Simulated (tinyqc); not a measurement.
Input admittance of a MOSFET at zero drain bias: distributed channel and distributed gate: two steps of the calculation.

Source and drain grounded, strong inversion, w = 2 pi f, Cox = eps0 eox/tox. The channel is an RC line of resistance 1/(mu Cox Vo) per square fed from both ends, so one finger has the intrinsic admittance y = i w Cox L tanh(g)/g per width, g = (1/2) sqrt(i w tau), tau = L^2/(mu Vo). The vertical resistance rv/L is in series with y, the overlaps 2 i w Cov in parallel: y_t = 1/(1/y + rv/L) + 2 i w Cov. The gate strip is a line of Rsh/L per length loaded by y_t, so a finger has Y = y_t Wf tanh(k)/k, k = (Wf/sd) sqrt(y_t Rsh/L); the device has Nf Y.

Parameters, values chosen for the exercise; values of the order met in silicon radio-frequency transistors: relative permittivity of the gate insulator (close to silicon dioxide) eox = 3.9; insulator thickness tox = 1.7 nm; channel length L = 1.1 um; finger width Wf = 6.8 um; number of fingers Nf = 1; channel mobility mu = 210 cm^2/(V s); gate overdrive Vo = 0.35 V; sheet resistance of the gate Rsh = 13 ohm/square; vertical resistivity of the gate stack rv = 0 ohm um^2; number of ends at which a finger is contacted sd = 1; overlap and fringe capacitance on each side Cov = 0.2 fF/um; frequency f = 3.2 GHz.

Constants: eps0 = 8.8541878128e-14 F/cm where lengths are in cm. Results are converted to the units shown.

Problem 1. Low-frequency resistances and capacitance. Low-frequency limits, with c = Cox L and ct = c + 2 Cov: R_strip = Rsh Wf/(3 sd^2 L Nf), R_ch = (c/ct)^2 L/(12 mu Cox Vo Wf Nf), R_vert = (c/ct)^2 rv/(L Wf Nf), C = ct Wf Nf.

Wanted: parts; sum; C; 1/(2 pi R C).

Solution 1.

parts (ohm): strip 26.79, channel 87.14, vertical 0
sum = 113.9 ohm
C = 154.7 fF
1/(2 pi R C) = 9.032 GHz

The channel term is the largest, 76.5 % of the sum.

Problem 2. Input impedance of the device. k and Y as defined; Z = 1/(Nf Y) = R + 1/(i w C); Q = |Im Z|/R; signal at the point farthest from a contact |1/cosh k|.

y_t = 111.56836+420.41555i uS/um

Give: k; Nf Y; R; C; Q; signal at the far point.

Solution 2.

k = 0.38644+0.29726i
Nf Y = 0.9456+2.7286i mS
R = 113.39 ohm
C = 152.01 fF
Q = 2.8855
signal at the far point = 0.96623

Numbers from tinyqc (`OMP_NUM_THREADS=1 python tinyqc.py 2262156 2262157 out.jsonl`; about 0.01 s on one thread of a shared Intel Xeon 2.30GHz).
